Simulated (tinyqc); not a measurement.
Doping the contact: Schottky barrier with interface states (Cowley-Sze model), image lowering and contact resistance. Computed by tinyqc, a small Python program. Command: `OMP_NUM_THREADS=1 python tinyqc.py 3008946 3008947 out.jsonl pinning walk`. One thread of a shared host (Intel(R) Xeon(R) Processor @ 2.30GHz), about 0.01 s of CPU time with the checks.

An n-type semiconductor under a metal. The barrier lies between the Schottky-Mott limit phi_M - chi and the Bardeen limit E_g - E_n, E_n being the neutrality level of the interface states; the space-charge term of the full Cowley-Sze expression is left out.

Inputs (values chosen for the exercise, with gap, mass and screening modelled on InP):

| quantity | value | unit |
|---|---|---|
| gap E_g | 1.34 | eV |
| electron affinity chi | 4.39 | eV |
| metal work function phi_M | 5.03 | eV |
| neutrality level E_n above the valence band | 0.936 | eV |
| optical dielectric constant eps_opt | 9.68 | - |
| dielectric constant eps_s | 12.6 | - |
| electron mass m_e | 0.0771 | m_0 |
| valleys M_c | 1 | - |
| temperature T | 300 | K |

Pinning factor from: Moench relation.

Constants: k_B = 8.617333262e-05 eV/K; hbar = 1.054571817e-34 J s; m_0 = 9.1093837015e-31 kg; eps_0 = 8.8541878128e-12 F/m; e = 1.602176634e-19 C; k_B = 1.380649e-23 J/K; h = 6.62607015e-34 J s.

Method:
- S = 1/(1 + 0.1 (eps_opt - 1)^2), an empirical relation for metal-induced gap states.
- phi_B = S (phi_M - chi) + (1 - S)(E_g - E_n); the hole barrier is E_g - phi_B.
- A* = 4 pi e m_e M_c k_B^2/h^3 (a simple valley count); J_s = A* T^2 exp(-phi/k_B T).
- E_00 = (e hbar/2) sqrt(N/(m_e eps_s eps_0)), E_0 = E_00 coth(E_00/k_B T); scaling form of the contact resistivity rho_c = (k_B/(e A* T)) exp(phi_B/E_0), which is the thermionic result when E_00 << k_B T and keeps only the leading exponential of tunnelling when E_00 >> k_B T; image lowering is left out of it.
- Regimes: thermionic below E_00/k_B T = 0.5, field emission above 5.

barrier phi_B = 0.431653 eV

Against doping:

| N (cm^-3) | 1e10/sqrt(N) | E_00/k_B T | rho_c (ohm cm^2) | regime |
|---|---|---|---|---|
| 1.00e+16 | 1.0000e+02 | 7.2865e-02 | 5.3708e-01 | thermionic emission |
| 1.00e+17 | 3.1623e+01 | 2.3042e-01 | 4.1417e-01 | thermionic emission |
| 1.00e+18 | 1.0000e+01 | 7.2865e-01 | 4.8289e-02 | thermionic-field emission |
| 3.00e+18 | 5.7735e+00 | 1.2621e+00 | 2.4245e-03 | thermionic-field emission |
| 1.00e+19 | 3.1623e+00 | 2.3042e+00 | 3.7699e-05 | thermionic-field emission |
| 3.00e+19 | 1.8257e+00 | 3.9910e+00 | 2.0282e-06 | thermionic-field emission |
| 1.00e+20 | 1.0000e+00 | 7.2865e+00 | 3.0660e-07 | field emission |
| 3.00e+20 | 5.7735e-01 | 1.2621e+01 | 1.1640e-07 | field emission |
| 1.00e+21 | 3.1623e-01 | 2.3042e+01 | 6.3988e-08 | field emission |

What does the comparison show, and why?

Over the thermionic rows rho_c changes by a factor 1.3 only, and then it falls fast, by 6.9 decades in all; in field emission ln rho_c is linear in 1/sqrt(N). It passes below 1e-7 ohm cm^2 at N = 1e21 cm^-3 of those listed.
